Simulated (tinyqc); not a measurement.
Deal-Grove kinetics of thermal oxidation of silicon: one step, computed by the program tinyqc. Command: `OMP_NUM_THREADS=1 python tinyqc.py 3008803 3008804 out.jsonl oxide walk`. One thread of a shared host (Intel(R) Xeon(R) Processor @ 2.30GHz), about 0.06 s of CPU time with the checks.

Oxidant diffuses through the oxide and reacts at the interface, so that dx/dt = B/(A + 2x) for the oxide thickness x.

Problem. Thickness after the oxidation. tau = (x_i^2 + A x_i)/B and x = (A/2) [sqrt(1 + 4 B (t + tau)/A^2) - 1], the root of x^2 + A x = B (t + tau). Silicon consumed is 0.44 times the oxide grown; the rate is B/(A + 2x).

Inputs (values chosen for the exercise, close to those used for silicon): temperature T = 825 C; initial oxide x_i = 0.1 um; time t = 10 h.

Ambient: dry oxygen. Surface: (111).

length A = 0.7399004 um

parabolic constant B = 0.008875043 um^2/h

Give: tau; oxide thickness x; silicon consumed; final growth rate.

Solution.

tau = 9.4636 h

oxide thickness x = 0.18647 um

silicon consumed = 0.038047 um

final growth rate = 0.0079751 um/h

2x/A = 0.504: reaction and diffusion both resist, diffusion with a share 2x/(A + 2x) = 0.34.
